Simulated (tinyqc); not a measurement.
Inside a calculation. Method: lattice vibrations of a chain. One step of it, computed by the program tinyqc.

Task: Dynamical matrix at q = 0.36. q is in units of 2 pi/a. A spring k from atom i to atom j, n cells on, adds k to Phi_ii and Phi_jj, -k exp(2 pi i q n) to Phi_ij and the conjugate to Phi_ji (for one atom a cell: 2k (1 - cos 2 pi q n)); D_ij = Phi_ij / sqrt(m_i m_j).

A chain moving along its axis:
```
atom,mass (u),spring to the next atom (eV/angstrom^2)
1,24.400000,14.800000
2,103.800000,7.300000
```

Give: D(q).

Result:

D(q) (eV/(angstrom^2 u)):
```
,1,2
1,0.9057,-0.2016+0.1118i
2,-0.2016-0.1118i,0.2129
```
